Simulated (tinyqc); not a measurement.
Worked calculation: plane-wave Kohn-Sham cycle with exchange-only LDA in a layered model solid. Computed by tinyqc, a small Python program that keeps every step. Settings: points = 16, plane-wave index or count = 3, electrons = 4, k points = 2, area = 38.0, mixing = 0.1, iteration cap = 66, Pulay depth = 3. Command: `OMP_NUM_THREADS=1 python tinyqc.py 21396 21397 out.jsonl` (the two numbers bound the seeds that draw the settings). One thread of a shared host (Intel(R) Xeon(R) Processor @ 2.60GHz), about 0.02 s of CPU time with the checks. Later iterations appear only in the table of the cycle.

## Iteration 1: potential

A solid whose potential varies along x alone (atomic units):

| parameter | value |
|---|---|
| period a | 17.400000 |
| cross-section of the cell | 38.000000 |
| electrons per cell | 4 |
| grid points | 16 |
| plane waves -n..n, n | 3 |
| k points | 2 |
| V1 in V1 cos(2 pi x/a) | -0.220000 |
| V2 in V2 cos(4 pi x/a) | -0.070000 |

density at the start, on the grid x_j = j a/N (e/bohr^3): 0.00604961  0.00604961  0.00604961  0.00604961  0.00604961  0.00604961  0.00604961  0.00604961  0.00604961  0.00604961  0.00604961  0.00604961  0.00604961  0.00604961  0.00604961  0.00604961

V_H(G) = 4 pi rho(G)/G^2 for G != 0 (uniform background); v_x = -(3 rho/pi)^(1/3); V = V_ext + V_H + v_x; Fourier components f(G_m) = (1/N) sum_j f(x_j) exp(-i G_m x_j).

Potentials on the grid (hartree):

| x | V_ext | V_H | v_x | V |
|---|---|---|---|---|
| 0.000000 | -0.290000 | 0.000000 | -0.179432 | -0.469432 |
| 1.087500 | -0.252751 | 0.000000 | -0.179432 | -0.432183 |
| 2.175000 | -0.155563 | 0.000000 | -0.179432 | -0.334995 |
| 3.262500 | -0.034693 | 0.000000 | -0.179432 | -0.214125 |
| 4.350000 | 0.070000 | 0.000000 | -0.179432 | -0.109432 |
| 5.437500 | 0.133688 | 0.000000 | -0.179432 | -0.045744 |
| 6.525000 | 0.155563 | 0.000000 | -0.179432 | -0.023868 |
| 7.612500 | 0.153756 | 0.000000 | -0.179432 | -0.025676 |
| 8.700000 | 0.150000 | 0.000000 | -0.179432 | -0.029432 |
| 9.787500 | 0.153756 | 0.000000 | -0.179432 | -0.025676 |
| 10.875000 | 0.155563 | 0.000000 | -0.179432 | -0.023868 |
| 11.962500 | 0.133688 | 0.000000 | -0.179432 | -0.045744 |
| 13.050000 | 0.070000 | 0.000000 | -0.179432 | -0.109432 |
| 14.137500 | -0.034693 | 0.000000 | -0.179432 | -0.214125 |
| 15.225000 | -0.155563 | 0.000000 | -0.179432 | -0.334995 |
| 16.312500 | -0.252751 | 0.000000 | -0.179432 | -0.432183 |

V(G_m), m = 0, 1, 2, ... (hartree): -0.179432  -0.110000  -0.035000  0.000000  0.000000  0.000000  0.000000

## Iteration 1: Hamiltonian at one k

k = 0.250000 2 pi / a

H(m,m') = (k + G_m)^2/2 delta + V(G_m - G_m'), with V(-G) = V(G).

H (hartree):
```
           -3         -2         -1         +0         +1         +2         +3
-3   0.313625  -0.110000  -0.035000   0.000000   0.000000   0.000000   0.000000
-2  -0.110000   0.020236  -0.110000  -0.035000   0.000000   0.000000   0.000000
-1  -0.035000  -0.110000  -0.142758  -0.110000  -0.035000   0.000000   0.000000
+0   0.000000  -0.035000  -0.110000  -0.175357  -0.110000  -0.035000   0.000000
+1   0.000000   0.000000  -0.035000  -0.110000  -0.077561  -0.110000  -0.035000
+2   0.000000   0.000000   0.000000  -0.035000  -0.110000   0.150631  -0.110000
+3   0.000000   0.000000   0.000000   0.000000  -0.035000  -0.110000   0.509217
```

## Iteration 1: levels at that k

Diagonalise the Hermitian matrix.

eigenvalues (hartree): -0.352983  -0.148088  -0.021704  0.055786  0.174041  0.350534  0.540447

## Iteration 1: new density

Motion across x is left out: the lowest 2 band(s) hold two electrons at each of the k points (j + 1/2)/nk - 1/2. Residual R = rho(out) - rho(in); rho(new) = rho(in) + 0.1 R. rho(out) = 2/(a A nk) sum |psi|^2 with psi = sum c exp(i G x). Harris energy E = band energy - dV sum rho (V_H/2 + v_x) + (3/4) dV sum rho v_x with rho(in), dV = a A/N, band energy = (2/nk) sum of the filled levels.

rho(out) (e/bohr^3): 0.01351134  0.01446480  0.01358429  0.00847536  0.00340641  0.00107393  0.00039842  0.00018433  0.00010729  0.00018433  0.00039842  0.00107393  0.00340641  0.00847536  0.01358429  0.01446480

density after iteration 1 (e/bohr^3): 0.00679578  0.00689113  0.00680307  0.00629218  0.00578529  0.00555204  0.00548449  0.00546308  0.00545538  0.00546308  0.00548449  0.00555204  0.00578529  0.00629218  0.00680307  0.00689113

energy per cell = -0.82270995 hartree

## Iteration 2: potential

As before.

Potentials on the grid (hartree):

| x | V_ext | V_H | v_x | V |
|---|---|---|---|---|
| 0.000000 | -0.290000 | 0.079673 | -0.186525 | -0.396852 |
| 1.087500 | -0.252751 | 0.073975 | -0.187393 | -0.366169 |
| 2.175000 | -0.155563 | 0.056013 | -0.186592 | -0.286143 |
| 3.262500 | -0.034693 | 0.027434 | -0.181799 | -0.189058 |
| 4.350000 | 0.070000 | -0.004775 | -0.176780 | -0.111555 |
| 5.437500 | 0.133688 | -0.033423 | -0.174371 | -0.074106 |
| 6.525000 | 0.155563 | -0.054878 | -0.173661 | -0.072976 |
| 7.612500 | 0.153756 | -0.067986 | -0.173435 | -0.087664 |
| 8.700000 | 0.150000 | -0.072391 | -0.173353 | -0.095744 |
| 9.787500 | 0.153756 | -0.067986 | -0.173435 | -0.087664 |
| 10.875000 | 0.155563 | -0.054878 | -0.173661 | -0.072976 |
| 11.962500 | 0.133688 | -0.033423 | -0.174371 | -0.074106 |
| 13.050000 | 0.070000 | -0.004775 | -0.176780 | -0.111555 |
| 14.137500 | -0.034693 | 0.027434 | -0.181799 | -0.189058 |
| 15.225000 | -0.155563 | 0.056013 | -0.186592 | -0.286143 |
| 16.312500 | -0.252751 | 0.073975 | -0.187393 | -0.366169 |

V(G_m), m = 0, 1, 2, ... (hartree): -0.179246  -0.075323  -0.033696  -0.000025  0.000158  0.000069  0.000010

## Iteration 2: Hamiltonian at one k

k = 0.250000 2 pi / a

As before.

H (hartree):
```
           -3         -2         -1         +0         +1         +2         +3
-3   0.313810  -0.075323  -0.033696  -0.000025   0.000158   0.000069   0.000010
-2  -0.075323   0.020421  -0.075323  -0.033696  -0.000025   0.000158   0.000069
-1  -0.033696  -0.075323  -0.142573  -0.075323  -0.033696  -0.000025   0.000158
+0  -0.000025  -0.033696  -0.075323  -0.175171  -0.075323  -0.033696  -0.000025
+1   0.000158  -0.000025  -0.033696  -0.075323  -0.077375  -0.075323  -0.033696
+2   0.000069   0.000158  -0.000025  -0.033696  -0.075323   0.150816  -0.075323
+3   0.000010   0.000069   0.000158  -0.000025  -0.033696  -0.075323   0.509403
```

## Iteration 2: levels at that k

As before.

eigenvalues (hartree): -0.292987  -0.120794  -0.047898  0.039755  0.163275  0.332725  0.525256

## Iteration 2: new density

B (overlaps of the stored error matrices):
```
               1              2
1  5.5409328e-04  4.0892253e-04
2  4.0892253e-04  3.0314843e-04
```

Motion across x is left out: the lowest 2 band(s) hold two electrons at each of the k points (j + 1/2)/nk - 1/2. Residual R = rho(out) - rho(in); rho(new) = rho(in) + 0.1 R; Pulay mixing then takes sum c_i of the stored mixed densities, with c from B_ij = sum R_i R_j as in DIIS. rho(out) = 2/(a A nk) sum |psi|^2 with psi = sum c exp(i G x). Harris energy E = band energy - dV sum rho (V_H/2 + v_x) + (3/4) dV sum rho v_x with rho(in), dV = a A/N, band energy = (2/nk) sum of the filled levels.

rho(out) (e/bohr^3): 0.01276972  0.01306481  0.01196963  0.00821282  0.00428362  0.00207760  0.00119766  0.00084320  0.00072531  0.00084320  0.00119766  0.00207760  0.00428362  0.00821282  0.01196963  0.01306481

DIIS coefficients: -2.684850  3.684850

density after iteration 2 (e/bohr^3): 0.00899709  0.00916604  0.00870687  0.00699991  0.00523194  0.00427176  0.00390486  0.00376072  0.00371242  0.00376072  0.00390486  0.00427176  0.00523194  0.00699991  0.00870687  0.00916604

energy per cell = -0.65813367 hartree

## Convergence

Stop when sqrt(dV sum R^2) is below 1e-8, dV = a A/N.

Course of the cycle:

| iteration | E (hartree) | norm of the residual |
|---|---|---|
| 1 | -0.82270995 | 1.51e-01 |
| 2 | -0.65813367 | 1.12e-01 |
| 3 | -0.63544193 | 9.02e-02 |
| 4 | -0.60727261 | 8.06e-02 |
| 5 | -0.59255377 | 8.28e-02 |
| 6 | -0.56918548 | 6.43e-02 |
| 7 | -0.55442389 | 8.22e-03 |
| 8 | -0.55433100 | 6.01e-03 |
| 9 | -0.55429224 | 5.06e-03 |
| 10 | -0.55430955 | 2.77e-03 |
| 11 | -0.55430400 | 2.28e-03 |
| ... | ... | ... |
| 23 | -0.55428436 | 4.06e-06 |
| 24 | -0.55428436 | 1.05e-06 |
| 25 | -0.55428436 | 5.62e-07 |
| 26 | -0.55428436 | 3.13e-07 |
| 27 | -0.55428436 | 2.35e-07 |
| 28 | -0.55428436 | 1.26e-07 |
| 29 | -0.55428436 | 1.10e-07 |
| 30 | -0.55428436 | 6.09e-08 |
| 31 | -0.55428436 | 3.46e-08 |
| 32 | -0.55428436 | 2.97e-08 |
| 33 | -0.55428436 | 5.91e-09 |

Converged in 33 iterations. Before convergence this energy mixes input and output and is not variational, so it may rise towards its limit.
